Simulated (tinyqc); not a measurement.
Longitudinal sound in a periodic multilayer: transfer matrices, stop bands and folded phonons: one step, computed by the program tinyqc. Command: `OMP_NUM_THREADS=1 python tinyqc.py 3002801 3002802 out.jsonl multilayer walk`. One thread of a shared host (Intel(R) Xeon(R) Processor @ 2.30GHz), about 0.01 s of CPU time with the checks.

Layers 1 and 2 repeat with period d = d_1 + d_2; waves travel normal to the layers, without loss. State vector (u, s): displacement u and stress divided by omega. Impedances Z = rho v are in 1e6 kg/(m^2 s).

Question. Transmission through N periods. A layer maps (u, s) by [[cos p, sin p/Z], [-Z sin p, cos p]], p = 2 pi f d_i/v_i; one period is M = M_2 M_1, and cos(q d) = trace(M)/2. For N periods A = M^N. A wave comes from a thick layer of material 1 and leaves into the substrate (Z_s): transmitted power T = 4 Z_1 Z_s/|Z_1 A_22 + Z_s A_11 - i (Z_1 Z_s A_12 - A_21)|^2, reflected power R = 1 - T.

Inputs (values chosen for the exercise, modelled on silicon (layer 1), germanium (layer 2) and silica (substrate)):

| quantity | value | unit |
|---|---|---|
| velocity v_1 | 8580 | m/s |
| thickness d_1 | 3.85 | nm |
| velocity v_2 | 4970 | m/s |
| thickness d_2 | 2.57 | nm |
| periods N | 5 | - |
| frequency f | 479 | GHz |

M:
```
            1            2
1  -0.7426678  0.008947656
2   -6.074953    -1.273306
```

Z_2 = 26.4901

Z_1 = 20.2488

Z of the substrate = 12.9115

Give: A = M^N; transmitted power T; T in decibel.

Answer.

A = M^N:
```
        1        2
1  0.2067  0.04765
2  -32.35   -2.619
```

transmitted power T = 0.2302

T in decibel = -6.380 dB

Caution: at these frequencies damping, strong in glasses, and rough interfaces, both left out here, can weaken the stop bands; layers only a few atoms thick are also beyond continuum acoustics.
